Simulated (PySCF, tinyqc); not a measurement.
Worked calculation: RHF in the sto-3g basis, for Li-, spin multiplicity 1. The basis has no diffuse functions, so it cannot describe the extra electron: this is an exercise in the method, not the real anion. The lowest restricted solution is unstable here: a spin-polarised one lies 0.0041 hartree lower (PySCF). One step of it, computed by the program tinyqc.

Question. Iteration 1: diagonalisation and new density. Diagonalise F' = X^T F X, C = X C', fill 2 alpha and 2 beta electrons from the bottom; D = 2 C_occ C_occ^T; the new density keeps 0.5 of the old one (damping). Each column has its largest component positive (the first on a tie).

Fock matrix F (hartree), lower triangle:
```
            1Li 1s     1Li 2s    1Li 2px    1Li 2py   1Li 2pz
1Li 1s   -2.645750
1Li 2s   -0.660923  -0.105461
1Li 2px   0.110738   0.043253   0.142093
1Li 2py   0.104683  -0.009386  -0.031057   0.085755
1Li 2pz  -0.013633  -0.024297   0.041856  -0.048494  0.215359
```

X:
```
                 1         2         3         4         5
1Li 1s    0.811714  0.000000  0.000000  0.000000  0.634710
1Li 2s   -0.811714  0.000000  0.000000  0.000000  0.634710
1Li 2px   0.000000  1.000000  0.000000  0.000000  0.000000
1Li 2py   0.000000  0.000000  1.000000  0.000000  0.000000
1Li 2pz   0.000000  0.000000  0.000000  1.000000  0.000000
```

D at the start, lower triangle:
```
            1Li 1s     1Li 2s    1Li 2px   1Li 2py   1Li 2pz
1Li 1s    0.447307
1Li 2s    0.073231   0.734989
1Li 2px  -0.513652  -0.613050   0.976830
1Li 2py  -0.639927   0.528249   0.271718  1.469725
1Li 2pz   0.004979   0.493529  -0.366194  0.424267  0.335833
```

overlap S, lower triangle:
```
           1Li 1s    1Li 2s   1Li 2px   1Li 2py   1Li 2pz
1Li 1s   1.000000
1Li 2s   0.241137  1.000000
1Li 2px  0.000000  0.000000  1.000000
1Li 2py  0.000000  0.000000  0.000000  1.000000
1Li 2pz  0.000000  0.000000  0.000000  0.000000  1.000000
```

Give: F' = X^T F X; orbital energies; coefficients C; D after iteration 1.

Answer.

F' = X^T F X (hartree), lower triangle:
```
         1        2        3        4        5
1  -0.9418
2   0.0548   0.1421
3   0.0926  -0.0311   0.0858
4   0.0087   0.0419  -0.0485   0.2154
5  -1.3088   0.0977   0.0605  -0.0241  -1.6409
```

orbital energies (hartree): MO1 -2.6545, MO2 0.0258, MO3 0.0961, MO4 0.1394, MO5 0.2537

coefficients C:
```
             MO1      MO2      MO3      MO4      MO5
1Li 1s    0.9963  -0.1742   0.1784  -0.0832   0.0000
1Li 2s    0.0087   0.7780  -0.5268   0.4230   0.0000
1Li 2px  -0.0401  -0.0537   0.5196   0.7468   0.4096
1Li 2py  -0.0384   0.6024   0.6825  -0.2570  -0.3221
1Li 2pz   0.0047   0.2531   0.0082  -0.4554   0.8535
```

D after iteration 1, lower triangle:
```
          1Li 1s   1Li 2s  1Li 2px  1Li 2py  1Li 2pz
1Li 1s    1.2466
1Li 2s   -0.0902   0.9728
1Li 2px  -0.2874  -0.3486   0.4929
1Li 2py  -0.4631   0.7324   0.1051   1.0992
1Li 2pz  -0.0369   0.4437  -0.1969   0.3644   0.2320
```
